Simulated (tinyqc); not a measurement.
From single traps to 1/f noise.

7 half-filled traps with time constants tau_j = 6e-8 s times 10^(1 j), j = 0..6, each shift the threshold by a = 3.94 uV when filled and give the Lorentzian a^2 tau/(1 + (2 pi f tau)^2). For time constants spread evenly in ln tau the sum tends to a^2/(4 f ln(10^1)). slope = d ln S/d ln f.

From single traps to 1/f noise:

| f (Hz) | S (uV^2/Hz) | 1/f limit (uV^2/Hz) | slope | j of the largest term |
|---|---|---|---|---|
| 0.01 | 1.0349 | 168.55 | -2.5607e-5 | 6 |
| 0.1 | 1.0336 | 16.855 | -0.0025568 | 6 |
| 1 | 0.91887 | 1.6855 | -0.22117 | 6 |
| 30 | 0.058324 | 0.056182 | -1.0363 | 5 |
| 1000 | 0.0016031 | 0.0016855 | -0.93025 | 3 |
| 30000 | 5.9029e-5 | 5.6182e-5 | -1.0513 | 2 |
| 1e6 | 1.5006e-6 | 1.6855e-6 | -0.99461 | 0 |
| 1e7 | 6.8505e-8 | 1.6855e-7 | -1.8824 | 0 |
| 1e8 | 7.2772e-10 | 1.6855e-8 | -1.9987 | 0 |

Below the slowest trap (1/(2 pi tau) = 2.7 Hz) the spectrum is flat, slope 0.00 in the first row; above the fastest (2.7e6 Hz) the slope tends to -2 (-2.00 in the last row). In between, at 30, 1000 and 30000 Hz, the slopes are -1.04, -0.93 and -1.05, and S is 4.9 % below the 1/f limit at 1000 Hz.

Program tinyqc, `OMP_NUM_THREADS=1 python tinyqc.py 2150124 2150125 out.jsonl`; Intel Xeon 2.30GHz, shared host, one thread, about 0.01 s.
